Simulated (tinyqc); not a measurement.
# Capacitance shares from swing and barrier lowering

Problem. Below threshold the charge is negligible, so the band edge moves as -(aG Vg + aD Vd), aG = CG/CS, aD = CD/CS (CG, CD the capacitances of the barrier top to gate and drain, CS the total), and I goes as exp((aG Vg + aD Vd)/Vt) once Vd is well above Vt. Find aG, aD, CS and CD.

Parameters, values chosen for the exercise: temperature T = 150 K.

Constants: q = 1.602176634e-19 C, kB = 1.380649e-23 J/K, Vt = kB T/q. Results are converted to the units shown.

swing = 32.003457 mV/decade
DIBL = 50.537634 mV/V
CG = 7.1052551 pF/cm

Answer. The swing is Vt ln 10/aG and the DIBL, -dVg/dVd at fixed current, is aD/aG.

aG = 0.930
aD = 0.0470
CS = 7.64 pF/cm
CD = 0.359 pF/cm

tinyqc, about 0.06 s, one thread, Intel Xeon 2.30GHz (shared host): `OMP_NUM_THREADS=1 python tinyqc.py 2400148 2400149 out.jsonl`
